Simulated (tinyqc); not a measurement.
# Offset from the accumulated charge

Inverse problem. Layer 1 (x < 0) accumulates electrons and layer 2 (x > 0) is depleted. Boltzmann statistics. Sheet densities from the first integral: Q1 = sqrt((2 eps0 eps_r Vt N1/q)(exp(u1) - u1 - 1)) extra electrons, Q2 = sqrt((2 eps0 eps_r Vt N2/q)(exp(-u2) + u2 - 1)) missing ones, u = V/Vt; neutrality Q1 = Q2 + si. V1 + V2 = dE + Vt ln[(N2/Nc2)/(N1/Nc1)]. Find V1, V2 and dE.

Parameters, values chosen for the exercise; values of the order of III-V alloys: temperature T = 350 K; relative permittivity of both layers eps_r = 13.2; density of states of the narrow-gap layer 1 Nc1 = 3.2e17 cm^-3; density of states of the wide-gap layer 2 Nc2 = 5.5e17 cm^-3; donor density in layer 1 N1 = 3.2e15 cm^-3; donor density in layer 2 N2 = 1.5e16 cm^-3; fixed charge at the interface si = 0 cm^-2.

Constants: q = 1.602176634e-19 C, kB = 1.380649e-23 J/K, Vt = kB T/q, eps0 = 8.8541878128e-14 F/cm where lengths are in cm. Results are converted to the units shown.

Q1 = 1.6536566e11 cm^-2

Answer. Each sheet density rises steadily with its bending, so Q1 fixes V1 and Q2 = Q1 - si fixes V2.

V1 = 0.09532 V
V2 = 0.1549 V
dE = 0.2200 eV

Numbers from tinyqc (`OMP_NUM_THREADS=1 python tinyqc.py 2410048 2410049 out.jsonl`; about 0.07 s on one thread of a shared Intel Xeon 2.30GHz).
